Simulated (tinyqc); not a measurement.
# Capacitance measurement on a leaky thin oxide: effects of series resistance and leakage, step by step

Program tinyqc, `OMP_NUM_THREADS=1 python tinyqc.py 2022199 2022200 out.jsonl`; Intel Xeon 2.30GHz, shared host, one thread, about 0.01 s. Printed values are rounded.

The device is a capacitance C in parallel with a leakage conductance G, in series with Rs and Ls. An impedance meter reports either a parallel pair (Cp, Gp) from Y = 1/Z = Gp + i w Cp or a series pair (Cs, Rm) from Z = Rm + 1/(i w Cs); w = 2 pi f, dissipation D = Gp/(w |Cp|).

Parameters, values chosen for the exercise; values of the order met in thin-oxide MOS capacitors: relative permittivity of the gate insulator (close to silicon dioxide) eox = 3.9; insulator thickness tox = 2.1 nm; gate area A = 10000 um^2; oxide-equivalent thickness added by the accumulation layer zc = 0.39 nm; oxide-equivalent thickness added by gate depletion zp = 0 nm; gate leakage current density, not matched to the thickness Jg = 2.5 A/cm^2; voltage for an e-fold rise of the leakage Vs = 0.43 V; series resistance Rs = 510 ohm; series inductance Ls = 0 nH; measuring frequency f = 50000 Hz.

Constants: eps0 = 8.8541878128e-14 F/cm where lengths are in cm. Results are converted to the units shown.

## True capacitance and conductance

EOT = 3.9 tox/eox; CET = EOT + zc + zp; C = 3.9 eps0 A/CET; G = Jg A/Vs.

EOT = 2.1 nm
CET = 2.49 nm
C = 138.680 pF
G = 581.395 uS

## What the meter reports

Z = Rs + i w Ls + 1/(G + i w C).

Z = 2220.40-128.17i ohm
Cp = 82.4771 pF
Gp = 448.875 uS
Cs = 24834.8 pF
D = 17.3237

Cp is 41 % below C and Cs is 179 times it; G Rs = 0.297, w C Rs = 0.0222 and G/(w C) = 13.3.
